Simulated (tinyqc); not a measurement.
Raising U: Hubbard chain of 5 sites, mean field against exact. Computed by the program tinyqc. Collinear unrestricted mean field (the lowest of 40 random starts) against exact diagonalisation.

one-body matrix (hopping and site energies) (eV):
```
         1        2        3        4        5
1  -0.4400  -1.6400   0.0000   0.0000   0.0000
2  -1.6400   0.1900  -1.6400   0.0000   0.0000
3   0.0000  -1.6400   0.4700  -1.6400   0.0000
4   0.0000   0.0000  -1.6400  -0.3600  -1.6400
5   0.0000   0.0000   0.0000  -1.6400   0.5900
```

electrons, up and down: 3  2

Exact and mean-field results (eV):
```
U            U/t    E exact  E mean field  mean |n_up - n_down|  double occupancy, exact  first gap in the sector
0.8200    0.5000  -7.762023     -7.728758                0.2096                   0.2226                   1.5292
1.6400    1.0000  -6.897571     -6.762363                0.2578                   0.1991                   1.4788
3.2800    2.0000  -5.454383     -4.965486                0.4403                   0.1536                   1.2946
4.9200    3.0000  -4.358940     -3.590574                0.6746                   0.1150                   1.1028
6.5600    4.0000  -3.542649     -2.696775                0.8059                   0.0856                   0.9388
9.8400    6.0000  -2.468499     -1.699774                0.9116                   0.0495                   0.7024
13.1200   8.0000  -1.823356     -1.174938                0.9501                   0.0311                   0.5524
32.8000  20.0000  -0.501507     -0.205077                0.9920                   0.0057                   0.2337
```

Estimate the missing row, U = 19.68.

Computed row:
```
U            U/t    E exact  E mean field  mean |n_up - n_down|  double occupancy, exact  first gap in the sector
19.6800  12.0000  -1.110785     -0.638991                0.9778                   0.0151                   0.3820
```

In absolute terms mean field is worst at U/t = 4.0, 0.846 eV too high: at small U it is nearly exact, and at large U it misses only exchange-scale energies. Relative to the exact energy its error is 0.4 % at the smallest U, 59 % at most and 59 % at the largest. The double occupancy falls from 0.223 to 0.006.
